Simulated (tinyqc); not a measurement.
## Surface potential of a MOS transistor: implicit equation and explicit approximations: accuracy of the approximations against gate voltage

p-type body, charge-sheet picture, depletion and inversion only, full ionisation (an idealisation for deep acceptors), Boltzmann statistics (rough once Na exp(x - xn) passes about Nc/7). In units of Vt: xg = (Vg - Vfb)/Vt, x = psi/Vt, G = gamma/sqrt(Vt), xn = (2 phiF + Vc)/Vt. The implicit equation is (xg - x)^2 = G^2 [x - 1 + exp(x - xn)] for x above about 3. Cox = eps0 eox/tox.

ni = sqrt(Nc Nv) exp(-Eg/(2 Vt)), Eg in volts; phiF = Vt ln(Na/ni); gamma = sqrt(2 q eps0 eps_r Na)/Cox; VT = Vfb + Vt (xn + G sqrt(xn - 1)). Depletion value a = 1 + [sqrt(G^2/4 + xg - 1) - G/2]^2; inversion value b = xn + ln[(xg - xn)^2/G^2 - xn + 1] and first guess y = min(a, b) - ln(1 + exp(-|a - b|)) if a > xn + 1, else b = y = a; one second-order correction with D = exp(y - xn), p = 2 (xg - y) + G^2 (1 + D), w = (xg - y)^2 - G^2 (y - 1 + D): z = y + 2 w/(p + sqrt(p^2 - 2 (2 - G^2 D) w)), or the Newton step z = y + w/p where the root is not real. N_inv = (Cox Vt G/q) [sqrt(x - 1 + exp(x - xn)) - sqrt(x - 1)] at the root. Lambert form (Cox m Vt/q) W0[(G/(2 m sqrt(xn - 1))) exp((Vg - VT)/(m Vt))], m = 1 + G/(2 sqrt(xn - 1)). Errors under 1e-4 mV, and the linear form below VT, are printed as 0.

Parameters, values chosen for the exercise; band and dielectric values close to those of silicon: temperature T = 300 K; band gap Eg = 1.13 eV; relative permittivity eps_r = 11.9; conduction-band density of states at T Nc = 2.82e19 cm^-3; valence-band density of states at T Nv = 2.62e19 cm^-3; relative permittivity of the gate insulator (close to silicon dioxide) eox = 3.9; insulator thickness tox = 1.3 nm; acceptor density Na = 1e18 cm^-3; flat-band voltage Vfb = -0.58 V; channel-body voltage Vc = 0.2 V.

Constants: q = 1.602176634e-19 C, kB = 1.380649e-23 J/K, Vt = kB T/q, eps0 = 8.8541878128e-14 F/cm where lengths are in cm. Results are converted to the units shown.

Accuracy of the approximations against gate voltage:
```
Vg (V),psi (V),x - xn,error of y (mV),error of z (mV),N_inv (cm^-2),Cox (Vg - VT)/q (cm^-2),Lambert form (cm^-2)
0.41,0.79780,-13.981,0,0,45210,0,32938
0.61,0.97669,-7.0615,2.24e-3,0,4.1224e7,0,3.6685e7
0.81,1.1553,-0.15426,2.06,-1.69e-4,3.7622e10,0,3.7730e10
1.01,1.2562,3.7494,21.2,5.79,1.5118e12,3.2805e12,1.5864e12
1.21,1.2894,5.0350,15.3,-1.70,4.2227e12,6.5963e12,4.4182e12
1.41,1.3088,5.7853,11.8,-0.626,7.1857e12,9.9121e12,7.4848e12
1.61,1.3227,6.3241,9.80,-0.324,1.0248e13,1.3228e13,1.0635e13
1.81,1.3337,6.7469,8.45,-0.196,1.3366e13,1.6544e13,1.3826e13
2.01,1.3427,7.0957,7.47,-0.131,1.6518e13,1.9860e13,1.7043e13
```

Read the table: what changes, and by how much?

psi rises from 0.798 to 1.34 V and ends 7.1 Vt above 2 phiF + Vc. Among the rows the first guess is off by at most 21 mV (at Vg = 1.01 V) and the corrected value by at most 5.8 mV. In the last row the linear form is 20 % above N_inv and the Lambert form 3.2 % above it; in the first row the Lambert form is 27 % below it. For Vg = 1.01, 1.21, 1.41, 1.61, 1.81, 2.01 the electron quasi-Fermi level lies less than 2 Vt below the band edge at the surface, or above it, where degeneracy and confinement, left out, matter.

tinyqc, about 0.01 s, one thread, Intel Xeon 2.30GHz (shared host): `OMP_NUM_THREADS=1 python tinyqc.py 2122224 2122225 out.jsonl`
